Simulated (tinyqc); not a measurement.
Band offset of a heterojunction with an interface dipole (two-band chains, self-consistent charge), step by step. Values are carried at full precision from step to step, so a last printed digit may differ when a step is redone from the rounded ones.

Sites alternate A, C. Left: A at -G1/2, C at +G1/2, hopping -t1; right: A at D - G2/2, C at D + G2/2, hopping -t2; the bonds across the two interfaces of a ring (C left to A right, C right to A left) have -sqrt(t1 t2). D is the offset of the mid-gaps, so Ev(right) - Ev(left) = D - (G2 - G1)/2 and Ec(right) - Ec(left) = D + (G2 - G1)/2. The closing bond has its sign reversed (antiperiodic ring). Half the levels are filled with two electrons each. The charge moved is q = (electrons on the left) less one a site; the mean over the two interfaces, q/2, is taken as the charge that crosses each, and its dipole opposes the offset: D = D0 - u q/2.

Values chosen for the exercise (gaps near those of Si and HfO2; the chains and D0 are free models, so the offsets are not those of the real pair; the results hold for these values, not for the real material):
- G1 = 1.14 eV (gap on the left)
- G2 = 6.03 eV (gap on the right)
- t1 = 2.5 eV (hopping on the left)
- t2 = 2.15 eV (hopping on the right)
- D0 = 0.95 eV (mid-gap of the right side above that of the left, without dipole)
- n = 3 (cells a side in the small ring)
- u = 6.1 eV (potential step per electron moved across)
- mx = 1 (mixing)

## The small ring at D = D0

Fill in H.

H (eV):
```
,AL1,CL1,AL2,CL2,AL3,CL3,AR1,CR1,AR2,CR2,AR3,CR3
AL1,-0.5700,-2.5000,0,0,0,0,0,0,0,0,0,2.3184
CL1,-2.5000,0.5700,-2.5000,0,0,0,0,0,0,0,0,0
AL2,0,-2.5000,-0.5700,-2.5000,0,0,0,0,0,0,0,0
CL2,0,0,-2.5000,0.5700,-2.5000,0,0,0,0,0,0,0
AL3,0,0,0,-2.5000,-0.5700,-2.5000,0,0,0,0,0,0
CL3,0,0,0,0,-2.5000,0.5700,-2.3184,0,0,0,0,0
AR1,0,0,0,0,0,-2.3184,-2.0650,-2.1500,0,0,0,0
CR1,0,0,0,0,0,0,-2.1500,3.9650,-2.1500,0,0,0
AR2,0,0,0,0,0,0,0,-2.1500,-2.0650,-2.1500,0,0
CR2,0,0,0,0,0,0,0,0,-2.1500,3.9650,-2.1500,0
AR3,0,0,0,0,0,0,0,0,0,-2.1500,-2.0650,-2.1500
CR3,2.3184,0,0,0,0,0,0,0,0,0,-2.1500,3.9650
```

## Levels and site charges

Diagonalise, fill the lower half with two electrons each, and sum the electrons on the left (L) less one a site.

levels (eV): -4.8453  -4.3307  -3.6115  -3.2173  -2.2658  -1.1917  1.4742  3.0194  4.4131  4.6145  5.5614  6.0798

electrons on the sites: AL1 1.3913, CL1 0.7373, AL2 1.2999, CL2 0.7316, AL3 1.2967, CL3 0.6652, AR1 1.6162, CR1 0.2537, AR2 1.7334, CR2 0.2586, AR3 1.7313, CR3 0.2850

q = 0.1219 electrons

Electrons move to the left, the side whose mid-gap lies lower.

## Self-consistent offset

From here on the ring has 24 cells a side.

Start at D = D0; D(out) = D0 - u q(D)/2; D(new) = D + mx (D(out) - D); stop when |D(out) - D| < 1e-7 eV.

Iterations:
```
i,D (eV),q,D(out) (eV),D(out) - D
0,0.95000,0.12932,0.55559,-0.394
1,0.55559,0.07391,0.72457,0.169
2,0.72457,0.09720,0.65353,-0.0710
3,0.65353,0.08734,0.68361,0.0301
4,0.68361,0.09150,0.67091,-0.0127
5,0.67091,0.08974,0.67628,0.00536
6,0.67628,0.09049,0.67401,-0.00227
7,0.67401,0.09017,0.67497,0.000957
8,0.67497,0.09031,0.67457,-0.000404
...,...,...,...,...
14,0.67469,0.09027,0.67469,-2.30e-06
15,0.67469,0.09027,0.67469,9.70e-07
16,0.67469,0.09027,0.67469,-4.10e-07
17,0.67469,0.09027,0.67469,1.73e-07
18,0.67469,0.09027,0.67469,-7.31e-08
```

D = 0.6747 eV

Converged at i = 18: the dipole removes 29 % of the starting offset.

## Linear response

chi = (q(+h) - q(-h))/(2h) at D = 0 with h = 0.01 eV; S = 1/(1 + u chi/2); linear estimate D = S D0.

chi = 0.13145 1/eV
S = 0.7138
linear estimate of D = 0.6781 eV

The self-consistent value is 0.6747 eV, -3.4 meV from the estimate. At D = 0 no net charge crosses: the mid-gaps are the neutrality levels of these symmetric chains.

## The line-up

Ev(right) - Ev(left) = D - (G2 - G1)/2 and Ec(right) - Ec(left) = D + (G2 - G1)/2, for D0, for the self-consistent D and for D = 0. Type I: the offsets have opposite signs; type III: one valence edge lies above the other conduction edge; else type II.

Offsets (eV):
```
case,D,valence,conduction,type
no dipole,0.950,-1.495,3.395,type I (straddling)
self-consistent,0.675,-1.770,3.120,type I (straddling)
neutrality levels aligned,0.000,-2.445,2.445,type I (straddling)
```

The dipole shifts both offsets alike and leaves the type.

## Checks

- q at D = 0 against zero, as particle-hole symmetry demands: both 0.000000.
- q at the self-consistent D on 24 against 48 cells a side: both 0.0903.

(tinyqc, `OMP_NUM_THREADS=1 python tinyqc.py 1450526 1450527 out.jsonl`, Intel(R) Xeon(R) Processor @ 2.30GHz, 1 thread, shared host, about 0.4 s.)
